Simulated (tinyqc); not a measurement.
Double-gate transistor, scale length and short-channel effects: one step of the calculation.

A body of thickness ts between two insulators of thickness ti and two tied gates. Below threshold the potential that source and drain add obeys Laplace's equation and vanishes on the gate. Its lowest mode decays along the channel as exp(-k y); k is the smallest positive root of the matching condition at the interface, and the scale length is Lambda = pi/k.

Question. Scan of the matching condition. f(k) = ei cos(k ti) cos(k ts/2) - eps_r sin(k ti) sin(k ts/2).

Inputs (values chosen for the exercise); permittivities: semiconductor close to that of silicon, insulator close to that of silicon dioxide: relative permittivity of the semiconductor eps_r = 11.9; relative permittivity of the insulator ei = 3.82; insulator thickness ti = 1.7 nm; body thickness ts = 12.9 nm.

k, point 0 to 7 (1/nm): [0.02625, 0.0525, 0.07875, 0.105, 0.13125, 0.1575, 0.18375, 0.21]

Wanted: f(k).

Answer.

f(k), point 0 to 7: [3.6722, 3.2364, 2.5353, 1.6056, 0.4960, -0.7349, -2.0213, -3.2936]

The first change of sign lies between k = 0.13125 and 0.1575 1/nm.

Numbers from tinyqc (`OMP_NUM_THREADS=1 python tinyqc.py 2420134 2420135 out.jsonl`; about 0.01 s on one thread of a shared Intel Xeon 2.30GHz).
